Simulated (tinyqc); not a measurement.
Disorder broadening of a flat band (such as a Landau level) in the self-consistent Born approximation: one step of the calculation.

The local Green function is G = g0(z - Sigma) with z = E + i eta and g0(z) = 1/z; the self-energy is Sigma = D G. The density of states is -Im G/pi.

Problem. Density of states and lifetime. G = Sigma/D, density of states -Im G/pi, lifetime hbar/(2 |Im Sigma|); without disorder the density of states is -Im g0(z)/pi. Closed form: G = (z - sqrt(z^2 - 4 D))/(2 D) with the root that gives Im G < 0; for eta -> 0 a semi-ellipse of half-width 2 sqrt(D).

Values chosen for this exercise: variance of the random potential D = 0.34 eV^2; bare broadening eta = 0.067 eV; energy from the band centre E = 0.034 eV.

Constants: q = 1.602176634e-19 C, hbar = 1.054571817e-34 J s. Results are converted to the units shown.

converged Sigma = 0.01602451-0.55031007i eV

Give: density of states; lifetime; density of states without disorder.

Solution.

density of states = 0.51520 1/eV
lifetime = 0.59804 fs
density of states without disorder = 3.7780 1/eV

Disorder makes the density of states at this energy 0.14 times the clean value.

Range of the model: The self-consistent Born approximation misses band tails from rare fluctuations and localisation.

Computed by the program tinyqc: `OMP_NUM_THREADS=1 python tinyqc.py 2720036 2720037 out.jsonl`, one thread of a shared Intel Xeon 2.30GHz, about 0.01 s for the whole run.
